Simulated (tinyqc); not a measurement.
Classical Heisenberg spin chain: exact results, Metropolis, heat-bath and over-relaxation steps, and a Monte Carlo run: one step, computed by the program tinyqc.

E = -J sum_i s_i . s_(i+1) for unit vectors s_i on an open chain; K = J/(k_B T).

Problem. Exact results. Each bond angle is independent, so u = <s_i . s_(i+1)> = coth K - 1/K, <s_i . s_(i+n)> = u^n, correlation length xi = -1/ln|u|, energy per bond -J u, heat capacity per bond c/k_B = 1 - K^2/sinh^2 K, and for the long chain chi = mu^2 (1 + u)/(3 k_B T (1 - u)) per spin.

Inputs (values chosen for the exercise, for a model chain of large moments): coupling J = 34 meV; temperature T = 318 K; moment mu = 6.1 mu_B.

Constants: k_B = 8.617333262e-05 eV/K; mu_B = 5.7883818060e-05 eV/T.

Give: K; u; xi; energy per bond; heat capacity; chi over the Curie value; chi.

Solution.

K = 1.241

u = 0.3765

xi = 1.024 sites

energy per bond = -12.80 meV

heat capacity = 0.3868 k_B/bond

chi over the Curie value = 2.208

chi = 0.05784 mu_B/T per spin
